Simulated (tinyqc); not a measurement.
Inside a calculation. Model: input admittance of a MOSFET at zero drain bias: distributed channel and distributed gate.

Numbers from tinyqc (`OMP_NUM_THREADS=1 python tinyqc.py 2262063 2262064 out.jsonl`; about 0.01 s on one thread of a shared Intel Xeon 2.30GHz). Printed values are rounded.

Source and drain grounded, strong inversion, w = 2 pi f, Cox = eps0 eox/tox. The channel is an RC line of resistance 1/(mu Cox Vo) per square fed from both ends, so one finger has the intrinsic admittance y = i w Cox L tanh(g)/g per width, g = (1/2) sqrt(i w tau), tau = L^2/(mu Vo). The vertical resistance rv/L is in series with y, the overlaps 2 i w Cov in parallel: y_t = 1/(1/y + rv/L) + 2 i w Cov. The gate strip is a line of Rsh/L per length loaded by y_t, so a finger has Y = y_t Wf tanh(k)/k, k = (Wf/sd) sqrt(y_t Rsh/L); the device has Nf Y.

Parameters, values chosen for the exercise; values of the order met in silicon radio-frequency transistors: relative permittivity of the gate insulator (close to silicon dioxide) eox = 3.9; insulator thickness tox = 4.8 nm; channel length L = 0.15 um; finger width Wf = 3 um; number of fingers Nf = 32; channel mobility mu = 190 cm^2/(V s); gate overdrive Vo = 0.33 V; sheet resistance of the gate Rsh = 24 ohm/square; vertical resistivity of the gate stack rv = 7.7 ohm um^2; number of ends at which a finger is contacted sd = 2; overlap and fringe capacitance on each side Cov = 0.38 fF/um; frequency f = 30 GHz.

Constants: eps0 = 8.8541878128e-14 F/cm where lengths are in cm. Results are converted to the units shown.

## Low-frequency resistances and capacitance

Low-frequency limits, with c = Cox L and ct = c + 2 Cov: R_strip = Rsh Wf/(3 sd^2 L Nf), R_ch = (c/ct)^2 L/(12 mu Cox Vo Wf Nf), R_vert = (c/ct)^2 rv/(L Wf Nf), C = ct Wf Nf.

parts (ohm): strip 1.25, channel 0.993833, vertical 0.184095
sum = 2.42793 ohm
C = 176.554 fF
1/(2 pi R C) = 371.285 GHz

The strip term is the largest, 51.5 % of the sum.

## Admittance of the channel and stack per width

tau, g, c = Cox L, y and y_t as defined.

tau = 3.58852 ps
g = 0.290779+0.290779i
c = 1.07910 fF/um
y = 11.413+202.634i uS/um
y_t = 13.510+345.632i uS/um

w tau = 0.676, and Im y is 0.996 of w c.

## Input impedance of the device

k and Y as defined; Z = 1/(Nf Y) = R + 1/(i w C); Q = |Im Z|/R; signal at the point farthest from a contact |1/cosh k|.

k = 0.254348+0.244601i
Nf Y = 2.6596+33.0056i mS
R = 2.42571 ohm
C = 176.237 fF
Q = 12.4098
signal at the far point = 0.996293

R is 0.092 % below its low-frequency limit and C is 0.18 % below its own.
